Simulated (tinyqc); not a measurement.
Course in time: spin coating of a resist or spin-on film: centrifugal thinning, evaporation and the final thickness (Emslie and Meyerhofer models). Computed by tinyqc, a small Python program. Command: `OMP_NUM_THREADS=1 python tinyqc.py 3111293 3111294 out.jsonl spincoat walk`. One thread of a shared host (Intel(R) Xeon(R) Processor @ 2.30GHz), about 0.07 s of CPU time with the checks.

A Newtonian film stays uniform over the wafer; solvent and solids have the same density and the concentration is uniform through the thickness.

Inputs (values chosen for the exercise, of the order of those of a polymer resist in an ester solvent):
```
quantity                                 value          unit
solids volume fraction c0                 0.21             -
kinematic viscosity of the solvent nu_s    2.3        mm^2/s
viscosity constant k                      2500        mm^2/s
viscosity exponent gamma                   2.5             -
spin speed f                              1000           rpm
evaporation rate at 1000 rpm e0           0.42  micrometre/s
starting thickness h0                      300    micrometre
wafer radius R                             150            mm
shrinkage in the bake                      4.9             %
```

Method:
- omega = 2 pi f/60; nu(c) = nu_s + k c^gamma; evaporation rate e = e0 sqrt(f/1000 rpm).
- Flow constant K = 2 omega^2/(3 nu(c0)); Reynolds number of the air omega R^2/nu_air with nu_air = 15 mm^2/s.
- Meyerhofer estimate: flow rules until (1 - c0) K h^3 = e, then evaporation alone: h_w = (e/((1 - c0) K))^(1/3), dry film c0 h_w.
- Full model for solids s and liquid l per area, h = s + l, c = s/h: ds/dt = -c Q, dl/dt = -(1 - c) Q - e, Q = 2 omega^2 h^3/(3 nu(c)); integrated adaptively (relative tolerance 1e-9) until l = 0.
- Dry film = s at l = 0, before the bake; film after the bake = s x (1 - shrinkage).
- Times are fractions of the time to dry.

omega = 104.720 1/s

evaporation rate e = 0.42 micrometre/s

dry film = 3703.98 nm

dry film, estimate = 3288.86 nm

History:
```
fraction       t (s)  h (micrometre)        c  nu (mm^2/s)         Q/e  s (nm)
0.003     1.1497e-01          152.60  0.21005         52.9  1.1703e+03   32054
0.010     3.8324e-01           92.35  0.21026         53.0  2.5881e+02   19419
0.030     1.1497e+00           55.06  0.21127         53.6  5.4213e+01   11632
0.100     3.8324e+00           30.39  0.21760         57.5  8.4961e+00    6613
0.200     7.6649e+00           21.29  0.23217         67.2  2.5002e+00    4944
0.350     1.3414e+01           15.54  0.26564         93.2  7.0118e-01    4129
0.500     1.9162e+01           12.13  0.31695        143.7  2.1622e-01    3845
0.700     2.6827e+01            8.58  0.43449        313.4  3.5064e-02    3727
0.900     3.4492e+01            5.32  0.69711       1016.7  2.5715e-03    3705
```

What follows from these numbers?

Q/e drops below 1 between t = 7.7 and 13 s, when c has risen from 0.21 to about 0.266; after that row the solids fall by a further 10 %. The full model gives 1.13 times the two-stage estimate.
